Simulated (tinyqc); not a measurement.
## Thickness of the second layer from the transmission

Inverse problem. A two-layer stack carries the voltage V: F1 = V/(t1 + t2 eps1/eps2), F2 = F1 eps1/eps2; U = phi1 - F1 x in layer 1 and phi2 - F1 t1 - F2 (x - t1) in layer 2. T = exp(-S) at E = 0, C = hbar^2/(2 m0). Each layer adds (2/F) sqrt(m/C) [G(u at its left edge) - G(u at its right edge)] to S, with u = U - E (0 where negative) and G(u) = (2/3) u^1.5. Find t2, known to lie between 0.3 and 6 nm, and F1.

Parameters, values chosen for the exercise:
```
symbol  value  unit                                                        meaning
phi1     3.13    eV  barrier of layer 1 above the emitter Fermi level at zero bias
m1       0.51    m0                                     tunnelling mass of layer 1
t1        0.7    nm                                           thickness of layer 1
eps1     3.96                                     relative permittivity of layer 1
phi2     1.53    eV                                barrier of layer 2 at zero bias
m2        0.2    m0                                     tunnelling mass of layer 2
eps2     22.7                                     relative permittivity of layer 2
V         0.9     V                                  voltage across the dielectric
```

Constants: q = 1.602176634e-19 C, hbar = 1.054571817e-34 J s, m0 = 9.1093837015e-31 kg, hbar^2/(2 m0) = 0.0380998212 eV nm^2. Results are converted to the units shown.

T at E = 0 = 1.1210224e-10

Solution. Over that range S rises steadily with t2, so S = -ln T has one root, found by bisection.

t2 = 3.400 nm
F1 = 6.960 MV/cm

Numbers from tinyqc (`OMP_NUM_THREADS=1 python tinyqc.py 2540120 2540121 out.jsonl`; about 0.06 s on one thread of a shared Intel Xeon 2.30GHz).
